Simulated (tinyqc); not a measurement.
# From radiative efficiency at dn back to radiative coefficient B

Model: carrier lifetime from Shockley-Read-Hall, radiative, Auger and surface recombination. Computed by tinyqc, a small Python program. Command: `OMP_NUM_THREADS=1 python tinyqc.py 3009015 3009016 out.jsonl lifetime inv`. One thread of a shared host (Intel(R) Xeon(R) Processor @ 2.30GHz), about 0.02 s of CPU time with the checks.

Energies are counted from the top of the valence band. Boltzmann statistics, full ionisation, and equal excess densities of electrons and holes.

Inputs (values chosen for the exercise, with bands modelled on InP):

| quantity | value | unit |
|---|---|---|
| gap E_g | 1.35 | eV |
| electron mass m_e | 0.0814 | m_0 |
| valleys M_c | 1 | - |
| hole mass m_h | 0.614 | m_0 |
| temperature T | 400 | K |
| doping N | 1.7e+16 | cm^-3 |
| trap level E_t | 0.777 | eV |
| trap density N_t | 8.4e+13 | cm^-3 |
| electron cross-section sigma_n | 7.2e-16 | cm^2 |
| hole cross-section sigma_p | 1.8e-15 | cm^2 |
| Auger coefficient C_n | 4.8e-30 | cm^6/s |
| Auger coefficient C_p | 7.1e-31 | cm^6/s |
| excess density dn | 1.1e+13 | cm^-3 |
| diffusion coefficient D | 15 | cm^2/s |
| surface velocity S | 4.8 | cm/s |
| thickness W | 440 | micrometre |

Doping: p-type. Surface term: two equal surfaces.

Constants: m_0 = 9.1093837015e-31 kg; k_B = 1.380649e-23 J/K; h = 6.62607015e-34 J s; k_B = 8.617333262e-05 eV/K.

Method:
- N_c = 2 M_c (2 pi m_e k_B T/h^2)^(3/2) and N_v = 2 (2 pi m_h k_B T/h^2)^(3/2), masses in units of m_0.
- n_i = sqrt(N_c N_v) exp(-E_g/2 k_B T); majority density N/2 + sqrt(N^2/4 + n_i^2), minority density n_i^2 over it.
- v = sqrt(3 k_B T/m) with m_e or m_h; tau_n0 = 1/(sigma_n v_n N_t), tau_p0 = 1/(sigma_p v_p N_t); n1 = N_c exp(-(E_g - E_t)/k_B T), p1 = N_v exp(-E_t/k_B T).
- The slowest diffusion mode has x tan x = S W/(2 D) with 0 < x < pi/2 (bisection), and tau_s = W^2/(4 x^2 D). The common approximation is W/(2 S) + W^2/(pi^2 D).
- With n = n_0 + dn, p = p_0 + dn and U/dn = 1/tau: (n p - n_i^2)/dn = n_0 + p_0 + dn = s; 1/tau_SRH = s/[tau_p0 (n + n1) + tau_n0 (p + p1)]; 1/tau_rad = B s; 1/tau_Aug = (C_n n + C_p p) s; the rates add, with 1/tau_s.
- Radiative efficiency = tau_eff/tau_rad; effective diffusion length = sqrt(D tau_eff).

Problem. A run gave the result below. Find the radiative coefficient B, known to lie between 9.2e-11 and 1.5e-10 cm^3/s.

radiative efficiency at dn = 0.4087131

Solution.

Each step takes the trial c = (a f_b - b f_a)/(f_b - f_a), f being the result less the target and a, b, c the logarithms of the listed values; c replaces end b, the old b replaces a if the sign of f changed, and otherwise f_a is halved.

Scan of the range:

| radiative coefficient B (cm^3/s) | radiative efficiency at dn |
|---|---|
| 9.20e-11 | 0.353897 |
| 9.98e-11 | 0.372719 |
| 1.08e-10 | 0.391358 |
| 1.17e-10 | 0.410581 |
| 1.27e-10 | 0.430563 |
| 1.38e-10 | 0.451036 |
| 1.50e-10 | 0.471754 |

False position (Illinois rule, in the logarithm of the input) inside the bracket:

| step | end a | end b | trial | radiative efficiency at dn |
|---|---|---|---|---|
| 1 | 1.08000e-10 | 1.17000e-10 | 1.16094e-10 | 0.408700 |
| 2 | 1.17000e-10 | 1.16094e-10 | 1.16100e-10 | 0.408713 |
| 3 | 1.17000e-10 | 1.16100e-10 | 1.16100e-10 | 0.408713 |
| 4 | 1.16100e-10 | 1.16100e-10 | 1.16100e-10 | 0.408713 |

Radiative efficiency at dn rises at every point of a 13-point scan of the range (every second point is shown), so one value fits; it is bracketed by 1.08e-10 and 1.17e-10. Answer: radiative coefficient B = 1.161e-10 cm^3/s.
